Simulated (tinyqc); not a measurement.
The basis set: RHF and MP2 along a ladder of basis sets, for H2, spin multiplicity 1. Computed by the program tinyqc with PySCF. Same geometry throughout; the dipole is taken about the origin.

Geometry (angstrom):
```
atom       x       y       z
H     0.0000  0.0000  0.0000
H     0.0000  0.0000  0.6620
```

RHF and frozen-core MP2 in a ladder of bases:
```
basis        functions  E(RHF) (hartree)  E(MP2 corr) (hartree)  HOMO (eV)  LUMO (eV)  dipole (debye)
sto-3g               2          -1.11464               -0.01142    -16.659     20.636           0.000
6-31g                4          -1.12287               -0.01653    -16.889      7.046           0.000
6-31g**             10          -1.12708               -0.02620    -16.875      7.056           0.000
cc-pvdz             10          -1.12238               -0.02565    -16.795      5.766           0.000
aug-cc-pvdz         18          -1.12250               -0.02654    -16.808      1.697           0.000
cc-pvtz             28          -1.12859               -0.03143    -16.870      4.829           0.000
```

Estimate the missing row, basis = 3-21g.

Computed row:
```
basis  functions  E(RHF) (hartree)  E(MP2 corr) (hartree)  HOMO (eV)  LUMO (eV)  dipole (debye)
3-21g          4          -1.11837               -0.01659    -16.812      7.802           0.000
```

From cc-pVDZ to cc-pVTZ the RHF energy falls by 6.2 mhartree and the correlation energy by 5.8. If valence correlation converges as X^-3, (27 E(T) - 8 E(D))/19 gives -0.0339 hartree, a rough estimate from such small X that usually falls short; STO-3G holds about 34 % of it. Beyond STO-3G the LUMO moves by 6.1 eV and the HOMO by 0.1 eV; diffuse functions lower the positive LUMO sharply, since an unbound virtual level tracks the most diffuse function.
